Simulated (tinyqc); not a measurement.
# Mobility and doping from two currents

Inverse problem. A trap-free film with injecting contacts is fitted, with diffusion neglected, by J = q mu N V/Lf + (9/8) eps0 eps_r mu V^2/Lf^3. Find mu, N and the voltage at which both terms are equal.

Parameters, values chosen for the exercise:
- eps_r = 9.67 (relative permittivity)
- Lf = 700 nm (film thickness)

Constants: q = 1.602176634e-19 C, eps0 = 8.8541878128e-14 F/cm where lengths are in cm. Results are converted to the units shown.

J at 3.2 and 12 V (A/cm^2): 90.984792  572.50176

Answer. J/V is a straight line in V: the slope gives mu and the intercept mu N.

mu = 0.780 cm^2/(V s)
N = 1.20e16 cm^-3
crossover voltage = 9.78 V

tinyqc, about 0.08 s, one thread, Intel Xeon 2.30GHz (shared host): `OMP_NUM_THREADS=1 python tinyqc.py 2730003 2730004 out.jsonl`
